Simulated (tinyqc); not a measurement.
# Density and mobility of a removed layer (differential Hall)

Question. For layers in parallel the sheet conductance g = 1/Rs and the product g mu_H (mu_H signed, unit Hall factors) are additive. Find the sheet density and mobility of the layer that was removed, and its share of the conductance.

Constants: q = 1.602176634e-19 C. Results are converted to the units shown.

Rs before and after removing the top layer (ohm/square): [126.91153, 131.40019]
apparent mobility before and after, signed (cm^2/(V s)): [1906.8320, 1900]

Solution. The differences give g1 = q n mu and g1 mu = q n mu^2; their ratio is mu and g1^2/(q g1 mu) is n.

sheet density = 8.00e11 cm^-2
mobility = 2.10e3 cm^2/(V s)
share of the conductance = 3.42 %

Numbers from tinyqc (`OMP_NUM_THREADS=1 python tinyqc.py 2850202 2850203 out.jsonl`; about 0.01 s on one thread of a shared Intel Xeon 2.30GHz).
